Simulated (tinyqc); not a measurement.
Capacitance measurement on a leaky thin oxide: effects of series resistance and leakage: one step of the calculation.

The device is a capacitance C in parallel with a leakage conductance G, in series with Rs and Ls. An impedance meter reports either a parallel pair (Cp, Gp) from Y = 1/Z = Gp + i w Cp or a series pair (Cs, Rm) from Z = Rm + 1/(i w Cs); w = 2 pi f, dissipation D = Gp/(w |Cp|).

Problem. True capacitance and conductance. EOT = 3.9 tox/eox; CET = EOT + zc + zp; C = 3.9 eps0 A/CET; G = Jg A/Vs.

Parameters, values chosen for the exercise; values of the order met in thin-oxide MOS capacitors:
```
symbol,value,unit,meaning
eox,7.7,,relative permittivity of the gate insulator (close to silicon nitride)
tox,3.2,nm,insulator thickness
A,10000,um^2,gate area
zc,0.55,nm,oxide-equivalent thickness added by the accumulation layer
zp,0,nm,oxide-equivalent thickness added by gate depletion
Jg,0.00016,A/cm^2,"gate leakage current density, not matched to the thickness"
Vs,0.27,V,voltage for an e-fold rise of the leakage
```

Constants: eps0 = 8.8541878128e-14 F/cm where lengths are in cm. Results are converted to the units shown.

Give: EOT; CET; C; G.

Solution.

EOT = 1.6208 nm
CET = 2.1708 nm
C = 159.07 pF
G = 0.059259 uS

Program tinyqc, `OMP_NUM_THREADS=1 python tinyqc.py 2022017 2022018 out.jsonl`; Intel Xeon 2.30GHz, shared host, one thread, about 0.01 s.
